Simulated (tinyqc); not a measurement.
Polytypes and stacking faults of a tetrahedral semiconductor in an axial Ising model with couplings up to third neighbours: one step, computed by the program tinyqc. Command: `OMP_NUM_THREADS=1 python tinyqc.py 3025306 3025307 out.jsonl polytype walk`. One thread of a shared host (Intel(R) Xeon(R) Processor @ 2.30GHz), about 0.01 s of CPU time with the checks.

Each double layer has s = +1 or -1 for the sense of its stacking step; E per pair of atoms = E0 - sum_n J_n <s_i s_(i+n)>, n = 1, 2, 3. Hexagonality h = (1 - <s_i s_(i+1)>)/2.

Task: Electronic energy gained by the fault. The fault binds electrons in a two-dimensional band E_b below the conduction edge, g2 = m m0/(pi hbar^2) for one valley. With the Fermi level held by the bulk, eta = ln[n/N_c(T)], N_c(T) = N_c (T/300)^1.5, the grand potential falls by g2 (k_B T)^2 F1(x), x = eta + E_b/(k_B T), F1(x) = integral from 0 to infinity of ln(1 + exp(x - t)) dt; sheet density g2 k_B T ln(1 + e^x). Band bending by the trapped charge is left out, so the gain is an upper bound. Net fault energy = gamma of the intrinsic fault less the electronic gain.

Inputs (values chosen for the exercise, of the order of those of silicon for J, a, G and the gaps):

| quantity | value | unit |
|---|---|---|
| binding energy of the fault level E_b | 0.079 | eV |
| in-plane mass m | 0.29 | m0 |
| effective density of states N_c at 300 K | 2.4e+19 | 1/cm^3 |
| electron density n | 8.7e+15 | 1/cm^3 |
| temperature T | 350 | K |

Host polytype: 3C.

energy of the glide fault, intrinsic = 48.56942 mJ/m^2

Constants: m_0 = 9.1093837015e-31 kg; hbar = 1.054571817e-34 J s; k_B = 1.380649e-23 J/K; k_B = 8.617333262e-05 eV/K.

Give: x; sheet density; electronic gain; net fault energy.

Result:

x = -5.534

sheet density = 1.440e+10 1/cm^2

electronic gain = 6.965e-04 mJ/m^2

net fault energy = 48.57 mJ/m^2

The gain offsets 0.0014 % of the fault energy.
